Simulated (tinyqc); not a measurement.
From results back to parameters: Bethe-Salpeter matrix of a two-band chain (Tamm-Dancoff form). Five cases, with inputs chosen for the exercise.

Problem. Free pairs form the band Eg + 2t (1 - cos k). An infinite chain with attraction U in the same cell only has a bound pair with binding Eb = S - 2t and weight f = U/S at R = 0, where S = sqrt(4 t^2 + U^2). Both were computed from hidden U and t.

Case 1.

Eb = 0.471193 eV
f = 0.550647

Case 2.

Eb = 1.435267 eV
f = 0.957690

Case 3.

Eb = 0.182715 eV
f = 0.434142

Case 4.

Eb = 0.864076 eV
f = 0.805056

Case 5.

Eb = 0.698369 eV
f = 0.717900

Find: S; U; t.

Solution. 2t = S sqrt(1 - f^2), so S = Eb/(1 - sqrt(1 - f^2)) and U = f S.

Case 1.

S = 2.851 eV
U = 1.57 eV
t = 1.19 eV

Case 2.

S = 2.015 eV
U = 1.93 eV
t = 0.29 eV

Case 3.

S = 1.843 eV
U = 0.80 eV
t = 0.83 eV

Case 4.

S = 2.124 eV
U = 1.71 eV
t = 0.63 eV

Case 5.

S = 2.298 eV
U = 1.65 eV
t = 0.80 eV

Computed by tinyqc, one run a case: `OMP_NUM_THREADS=1 python tinyqc.py N N+1 out.jsonl` with N = 1281268, 1281373, 1281819, 1281836, 1281981; one thread of a shared Intel(R) Xeon(R) Processor @ 2.30GHz, about 0.2 s a run at most.
